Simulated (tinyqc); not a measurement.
Inside a calculation. Model: on-chip power grid, static voltage drop by conjugate gradients.

Numbers from tinyqc (`OMP_NUM_THREADS=1 python tinyqc.py 2770219 2770220 out.jsonl`; about 0.3 s on one thread of a shared Intel Xeon 2.30GHz). Printed values are rounded.

A grid of 4 rows and 3 columns, node k = 3 row + column. Neighbours in a row are joined by Rx, in a column by Ry; pad nodes, which reach the supply through Rp: 0, 2, 9, 11. Each node draws I0, node 6 draws kh I0. The drops u = Vdd - V solve G u = i, with G the conductance matrix (1/Rp added on the diagonal at pad nodes).

Inputs (values chosen for the exercise):

| symbol | value | unit | meaning |
|---|---|---|---|
| Vdd | 0.7 | V | supply voltage |
| Rx | 0.35 | ohm | resistance of a horizontal segment |
| Ry | 1.2 | ohm | resistance of a vertical segment |
| Rp | 0.29 | ohm | resistance from a pad node to the supply |
| I0 | 1.4 | mA | load current of an ordinary node |
| kh | 1 |  | factor on the load at the hot node |

## Diagonal of G, loads and first direction

G_kk = sum of the conductances at node k. Start u = 0, so the residual is r = i; z = r/G_kk (Jacobi preconditioner), p = z.

G_kk (S):
```
         col 0    col 1    col 2
row 0  7.13875  6.54762  7.13875
row 1  4.52381  7.38095  4.52381
row 2  4.52381  7.38095  4.52381
row 3  7.13875  6.54762  7.13875
```

r at the start (mA):
```
       col 0  col 1  col 2
row 0    1.4    1.4    1.4
row 1    1.4    1.4    1.4
row 2    1.4    1.4    1.4
row 3    1.4    1.4    1.4
```

p at the start (mV):
```
          col 0     col 1     col 2
row 0  0.196113  0.213818  0.196113
row 1  0.309474  0.189677  0.309474
row 2  0.309474  0.189677  0.309474
row 3  0.196113  0.213818  0.196113
```

## Iteration 1: conjugate-gradient step

u at the start (mV):
```
       col 0  col 1  col 2
row 0      0      0      0
row 1      0      0      0
row 2      0      0      0
row 3      0      0      0
```

q = G p; with z = r/G_kk: a = (r.z)/(p.q); u(new) = u + a p; r(new) = r - a q; b = (r.z)(new)/(r.z); p(new) = z(new) + b p.

q (mA):
```
          col 0      col 1     col 2
row 0  0.531196   0.121291  0.531196
row 1  0.436743  -0.704667  0.436743
row 2  0.436743  -0.704667  0.436743
row 3  0.531196   0.121291  0.531196
```

a = 5.33918

u after iteration 1 (mV):
```
         col 0    col 1    col 2
row 0  1.04708  1.14161  1.04708
row 1  1.65233  1.01272  1.65233
row 2  1.65233  1.01272  1.65233
row 3  1.04708  1.14161  1.04708
```

r after iteration 1 (mA):
```
          col 0    col 1     col 2
row 0  -1.43615  0.75240  -1.43615
row 1  -0.93185  5.16234  -0.93185
row 2  -0.93185  5.16234  -0.93185
row 3  -1.43615  0.75240  -1.43615
```

b = 2.35230

p after iteration 1 (mV):
```
         col 0    col 1    col 2
row 0  0.26014  0.61788  0.26014
row 1  0.52199  1.14559  0.52199
row 2  0.52199  1.14559  0.52199
row 3  0.26014  0.61788  0.26014
```

## Iteration 2: conjugate-gradient step

As before.

q (mA):
```
          col 0    col 1     col 2
row 0  -0.34328  1.60445  -0.34328
row 1  -1.56352  4.00322  -1.56352
row 2  -1.56352  4.00322  -1.56352
row 3  -0.34328  1.60445  -0.34328
```

a = 1.23690

u after iteration 2 (mV):
```
         col 0    col 1    col 2
row 0  1.36885  1.90586  1.36885
row 1  2.29798  2.42970  2.29798
row 2  2.29798  2.42970  2.29798
row 3  1.36885  1.90586  1.36885
```

r after iteration 2 (mA):
```
          col 0     col 1     col 2
row 0  -1.01154  -1.23214  -1.01154
row 1   1.00207   0.21077   1.00207
row 2   1.00207   0.21077   1.00207
row 3  -1.01154  -1.23214  -1.01154
```

b = 0.207883

p after iteration 2 (mV):
```
           col 0      col 1      col 2
row 0  -0.087619  -0.059735  -0.087619
row 1   0.330022   0.266705   0.330022
row 2   0.330022   0.266705   0.330022
row 3  -0.087619  -0.059735  -0.087619
```

## Course of the conjugate-gradient iteration

Stop when |r| is below 1e-9 mA.

Course of the iteration:
```
iteration  largest u (mV)  |r| (mA)
1                 1.65233      8.13
2                 2.42970      3.35
3                 2.99310      1.86
4                 3.07463   < 1e-12
```

Converged in 4 iterations for 12 unknowns; in exact arithmetic the method needs at most 12. The condition number of the scaled matrix is 20.2. Gauss-Seidel sweeps in node order need 114 to reach the same residual.

## Worst drop, pad currents and power lost

converged u (mV):
```
         col 0    col 1    col 2
row 0  1.21800  1.66812  1.21800
row 1  3.03474  3.07463  3.03474
row 2  3.03474  3.07463  3.03474
row 3  1.21800  1.66812  1.21800
```

Pad current u/Rp; worst drop as a share of Vdd; power lost in the grid and pads sum_k i_k u_k; power delivered sum_k i_k (Vdd - u_k).

worst drop = 3.07463 mV
share of Vdd = 0.439233 %
pad currents (mA): node 0 4.2, node 2 4.2, node 9 4.2, node 11 4.2
power lost = 0.0370951 mW
power delivered = 11.7229 mW

The pad currents add up to the total load, 16.80 mA. The worst drop is at node 4 and 7.
